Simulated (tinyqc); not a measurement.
# Absorption edge of a degenerate semiconductor, band filling against gap narrowing: the optical edge against doping

n-type, parabolic bands, full ionisation. eta = (EF - Ec)/kB T solves N = Nc F12(eta), F12(x) = (2/sqrt(pi)) int_0^infinity sqrt(u)/(1 + exp(u - x)) du. The gap shrinks rigidly by dEg = a3 y^(1/3) + a4 y^(1/4) + a2 y^(1/2), y = N/1e18 cm^-3, an empirical law that is here taken as the true narrowing.

Vertical transitions need an empty final state: the edge is taken where the state lies 4 kB T below EF, E_opt = Eg - dEg + (1 + me/mh) max(eta - 4, 0) kB T; wavelength h c/(q E_opt).

Values chosen for this exercise; band and dielectric values close to those of indium phosphide:

| symbol | value | unit | meaning |
|---|---|---|---|
| T | 300 | K | temperature |
| Eg | 1.35 | eV | band gap |
| Nc | 5.68e17 | cm^-3 | conduction-band density of states at 300 K, from me |
| me | 0.08 | m0 | electron mass |
| mh | 0.603 | m0 | hole mass |
| a3 | 9.7 | meV | coefficient of (N/1e18)^(1/3) |
| a4 | 8.8 | meV | coefficient of (N/1e18)^(1/4) |
| a2 | 3.1 | meV | coefficient of (N/1e18)^(1/2) |

Constants: q = 1.602176634e-19 C, kB = 1.380649e-23 J/K, Vt = kB T/q. Results are converted to the units shown.

Result of one run:
```
eta      dEg (meV)  filling shift (meV)  E_opt (eV)
-0.5767      14.22                    0       1.336
```

Which ionised donor density N gave this result: 2.7e17, 5.4e17, 1.1e18 or 4e18 cm^-3?

N = 2.7e17 cm^-3.

The whole series:
```
N (cm^-3)      eta  dEg (meV)  filling shift (meV)  E_opt (eV)
1.4e17      -1.314      11.58                    0       1.338
2.7e17     -0.5767      14.22                    0       1.336
5.4e17      0.2812      17.72                    0       1.332
1.1e18       1.328      22.28                    0       1.328
2.1e18       2.554      27.51                    0       1.322
4e18         4.239      34.04                6.993       1.323
7.9e18       6.870      42.79                84.04       1.391
1.6e19       11.12      54.44                208.4       1.504
3e19         16.97      67.71                379.8       1.662
6e19         26.99      86.48                673.1       1.937
```

E_opt goes from 1.34 through a minimum of 1.32 (at N = 2.1e18 cm^-3 among the rows listed) to 1.94 eV, against Eg = 1.35 eV; the filling shift is 0 while eta is below 4. At the end narrowing grows as N^(0.35) and EF - Ec as N^(0.67). Filling therefore wins at high density. For N = 1.6e19, 3e19, 6e19 EF lies more than 0.2 eV in the band, where non-parabolicity lowers it markedly.

Range of the model: Band tails, non-parabolic bands and incomplete ionisation are left out.

Numbers from tinyqc (`OMP_NUM_THREADS=1 python tinyqc.py 2330063 2330064 out.jsonl`; about 0.01 s on one thread of a shared Intel Xeon 2.30GHz).
